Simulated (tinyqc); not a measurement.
What each parameter does: exciton in an atomically thin sheet (Rytova-Keldysh potential).

Relative motion in the plane with V(k) = -2 pi q/(k (kap + r0 k)), q = e^2/(4 pi eps0), c = hbar^2/2m0. Normalised Gaussians exp(-a_i r^2): with A = a_i + a_j, S_ij = 2 sqrt(a_i a_j)/A, T_ij = (4c/mu)(a_i a_j/A) S_ij, V_ij = -q S_ij times the integral over k from 0 to infinity of exp(-k^2/4A)/(kap + r0 k).

Converged values use 20 Gaussians with exponents 2^i/b^2, i = -11 to 8, b the larger of a0 kap/(2 mu) and sqrt(a0 r0/mu), a0 = 0.5291772 angstrom; p states use r exp(i theta) exp(-a r^2).

Constants: hbar^2/2m0 = 3.80998211 eV angstrom^2; e^2/(4 pi eps0) = 14.39964547 eV angstrom.

Values chosen for the exercise (near those of a MoSe2 monolayer; the results hold for these values, not for the real material):
- me = 0.569 m0 (electron mass)
- mh = 0.643 m0 (hole mass)
- kap = 1 (mean dielectric constant of the surroundings)
- r0 = 53.6 angstrom (screening length of the sheet)
- Eg = 2.204 eV (gap, in these surroundings)

1/mu = 1/me + 1/mh; converged values. Eg is held fixed when kap or r0 changes: the shrinking of the gap by stronger screening, which offsets most of the shift of the 1s line, is left out.

One parameter was then changed.

Results before and after:
```
case     1s binding (meV)  2s - 1s (meV)  2s - 2p (meV)  1s line (eV)
base                480.6          241.7           48.7         1.723
changed             480.6          241.7           48.7         1.829
```

Which of these changes was made? (a) Eg = 2.31 eV; (b) me = 0.683 m0; (c) r0 = 42.9 angstrom; (d) kap = 1.6; (e) mh = 0.514 m0.

Answer: (a) Eg = 2.31 eV. Of the candidates, run in turn, only this one gives the changed row.

All candidates:
```
case                1s binding (meV)  2s - 1s (meV)  2s - 2p (meV)  1s line (eV)
base                           480.6          241.7           48.7         1.723
me = 0.683 m0                  491.5          244.0           49.6         1.713
mh = 0.514 m0                  467.6          238.8           47.7         1.736
kap = 1.6                      374.6          214.2           39.0         1.829
r0 = 42.9 angstrom             568.2          294.7           58.2         1.636
Eg = 2.31 eV                   480.6          241.7           48.7         1.829
```

Computed by tinyqc, a small Python program: `OMP_NUM_THREADS=1 python tinyqc.py 1281622 1281623 out.jsonl` (the numbers bound the seed that draws the inputs); one thread of a shared host (Intel(R) Xeon(R) Processor @ 2.30GHz), about 0.03 s for the whole set of steps.
